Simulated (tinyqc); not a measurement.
From results back to parameters: Landau levels of a parabolic two-dimensional band. Two cases, with inputs chosen for the exercise.

Problem. Two successive minima of rho_xx occur at the fields below; each unresolved level holds 2 n_B electrons, n_B = B/(h/e), so minima lie at n/n_B = 2 (j + phi) with integer j and phi = 0 or 1/2; 1/angstrom^2 = 1e16/cm^2.

Constants: h/e = 413566.7697 T angstrom^2.

Case 1.

higher field = 4.96280 T
lower field = 4.13567 T

Case 2.

higher field = 1.96444 T
lower field = 1.68381 T

Find: period in 1/B; n; j + phi at the higher field.

Solution. The period is 2/(n h/e), and j + phi = 1/(B x period). An integer means phi = 0.

Case 1.

period in 1/B = 0.0403 1/T
n = 12.00 x 1e11/cm^2
j + phi at the higher field = 5

Case 2.

period in 1/B = 0.0848 1/T
n = 5.70 x 1e11/cm^2
j + phi at the higher field = 6

Computed by tinyqc, one run a case: `OMP_NUM_THREADS=1 python tinyqc.py N N+1 out.jsonl` with N = 1280952, 1281022; one thread of a shared Intel(R) Xeon(R) Processor @ 2.30GHz, about 0.01 s a run at most.
